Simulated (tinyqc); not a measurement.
Worked calculation: finite-size error of a charged defect in a periodic cell: Madelung and Makov-Payne terms. Computed by tinyqc, a small Python program that keeps every step. Command: `OMP_NUM_THREADS=1 python tinyqc.py 3019264 3019265 out.jsonl imagecharge walk`. One thread of a shared host (Intel(R) Xeon(R) Processor @ 2.30GHz), about 0.02 s of CPU time with the checks. Intermediate numbers are printed to about 6 digits and carried at full precision; extremes and crossings named in words are read from the listed rows.

L is the cube root of the cell volume. The defect charge is a Gaussian, rho(r) = q (2 pi sigma^2)^(-3/2) exp(-r^2/2 sigma^2), repeated periodically in a uniform neutralising background and screened by a continuum. The model cell energy is E(L) = E_0 + [periodic - isolated electrostatic energy].

Inputs (values chosen for the exercise, with screening close to that of InAs):
```
quantity                                     value      unit
charge q                                        -1         e
cell length L                                 16.5  angstrom
dielectric constant eps                       15.7         -
width sigma of the defect charge               2.2  angstrom
formation energy of the isolated defect E_0  2.424        eV
```

Supercell lattice: fcc. Screening: isotropic.

scatter added to the six cells, standing for numerical noise (meV): -0.62  -0.94  1.3  0.0081  0.41  -1.4

Constants: e^2/(4 pi eps_0) = 14.39964548 eV angstrom.

## The cell

Cell vectors: (0,1,1), (1,0,1), (1,1,0), scaled to volume L^3.

cell vectors (rows) (angstrom):
```
         1        2        3
1   0.0000  13.0961  13.0961
2  13.0961   0.0000  13.0961
3  13.0961  13.0961   0.0000
```

nearest image = 18.5206 angstrom

## Madelung energy

Ewald sum for a unit point charge: scale each Cartesian component of the cell by 1/sqrt(eps_i), giving R', G' and V'; E = [ (1/2) sum erfc(eta R')/R' + (2 pi/V') sum exp(-G'^2/4 eta^2)/G'^2 - eta/sqrt(pi) - pi/(2 V' eta^2) ] e^2/(4 pi eps_0) / sqrt(eps_x eps_y eps_z), over n_i = -6..6, omitting n = (0,0,0), eta = 2/V'^(1/3). alpha = -2 E eps_g L/(e^2/(4 pi eps_0)), eps_g = (eps_x eps_y eps_z)^(1/3).

terms for a unit charge (eV): real space 0.0004463, reciprocal 0.0038304, self -0.0627225, background -0.0218287

Madelung constant alpha = 2.88828

point-charge correction -q^2 E = 0.0802745 eV

## Energy of the smeared charge in the cell

Periodic energy of the Gaussian: (2 pi q^2/V) sum_(G != 0) exp(-sigma^2 G^2)/(G.eps.G) x e^2/(4 pi eps_0), n_i = -k..k with k = max(9, L/sigma rounded up). Isolated energy: q^2/(2 sqrt(pi) sigma) <1/(n.eps.n)> e^2/(4 pi eps_0), the mean over directions n, here 1/eps.

periodic energy = 0.0435392 eV

isolated energy = 0.117605 eV

finite-size error = -0.0740655 eV

E(L) = 2.34993 eV

## Makov-Payne correction

Second radial moment Q = q <r^2> = 3 q sigma^2; E(corrected) = E(L) + q^2 alpha e^2/(4 pi eps_0)/(2 eps L) - 2 pi q Q e^2/(4 pi eps_0)/(3 eps L^3). Errors left are the corrected energies less E_0.

Q = -14.52 e angstrom^2

third-order term = -0.00620906 eV

error left after the first term = 0.00620905 eV

error left after both terms = 0 eV

third-order over first-order term, in size = 0.0773478

The point-charge term alone overcorrects by 0.00621 eV, 8 % of itself; both terms together are exact to 1e-7 eV, since the clouds do not overlap.

## A series of cells

Cells of the same shape with L scaled by 0.7, 0.85, 1, 1.25, 1.5 and 2; the scatter is added to E(L). The point-charge correction scales as 1/L from its value at the input L.

Scaling data:
```
L (angstrom)  1/L (1/angstrom)  E(L) (eV)  E(L) + point-charge correction (eV)
11.550               0.0865801    2.32679                              2.44147
14.025               0.0713012    2.33873                              2.43317
16.500               0.0606061    2.35123                              2.43151
20.625               0.0484848    2.36297                              2.42719
24.750               0.0404040    2.37273                              2.42625
33.000               0.0303030    2.38324                              2.42338
```

## Ways to reach the isolated limit

Least-squares fits of E(L) to a + b/L, a + c/L^3 or a + b/L + c/L^3; the estimate is a, and errors are against E_0.

Estimates of E_0:
```
way                              estimate (eV)  error (meV)
largest cell, uncorrected              2.38324     -40.7611
largest cell, point-charge term        2.42338      -0.6239
1/L fit, three smallest                2.40666     -17.3410
1/L fit, all six                       2.41334     -10.6569
1/L^3 fit, all six                     2.37662     -47.3811
1/L and 1/L^3, three smallest          2.46105      37.0506
1/L and 1/L^3, all six                 2.41988      -4.1246
corrected data, 1/L^3 fit              2.42394      -0.0585
```

coefficient b of the full fit = -1.21072 eV angstrom

Best here: corrected data, 1/L^3 fit (-0.1 meV); worst: 1/L^3 fit, all six (-47 meV). The fitted b is 91.4 % of the Madelung value -q^2 alpha e^2/(8 pi eps_0 eps_g). A pure 1/L fit lands below E_0, because the positive 1/L^3 term flattens the small-cell points.

Checks made by the program: the same sum with another eta (relative difference below 1e-10); both terms against the exact model when the clouds do not overlap (relative difference below 1e-10).
